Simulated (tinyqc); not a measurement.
Thin-film transistor with exponential tail and deep states, accumulation layer: one step of the calculation.

An undoped film in accumulation, thicker than the space-charge layer. With band bending psi the Fermi level lies E0 - psi below the band edge. Free electrons n = n0 exp(psi/Vt) carry the current; electrons in two exponential distributions of traps, a = a0 exp(psi/Va) and d = d0 exp(psi/Vp), do not. Linear regime, ohmic contacts, traps in equilibrium.

Question. Surface potential by Newton steps. Va = kB Tt/q, Vp = kB Td/q. G(psi) = sum over the three kinds of c0 [V (exp(psi/V) - 1) - psi], field F = sqrt(2 q G/(eps0 eps_r)); Vg = psi + eps0 eps_r F/Ci at the surface. f = psi + eps0 eps_r F/Ci - Vg, f' = 1 + q rho/(Ci F) with rho = sum c0 (exp(psi/V) - 1); psi(new) = psi - f/f'.

Inputs (values chosen for the exercise); values close to those of an organic semiconductor: temperature T = 250 K; relative permittivity of the semiconductor eps_r = 3.2; characteristic temperature of the tail Tt = 470 K; characteristic temperature of the deep states Td = 1130 K; gate capacitance Ci = 17 nF/cm^2; gate voltage above flat band Vg = 11 V.

Constants: q = 1.602176634e-19 C, kB = 1.380649e-23 J/K, Vt = kB T/q, eps0 = 8.8541878128e-14 F/cm where lengths are in cm. Results are converted to the units shown.

psi at the start = 0.23 V
n0 = 1.9804037e10 cm^-3
a0 = 1.4366546e15 cm^-3
d0 = 2.0404709e15 cm^-3

Wanted: F; f; f'; psi after iteration 1.

Answer.

F = 143.1 kV/cm
f = -8.386 V
f' = 29.95
psi after iteration 1 = 0.5100 V

Program tinyqc, `OMP_NUM_THREADS=1 python tinyqc.py 2610020 2610021 out.jsonl`; Intel Xeon 2.30GHz, shared host, one thread, about 0.02 s.
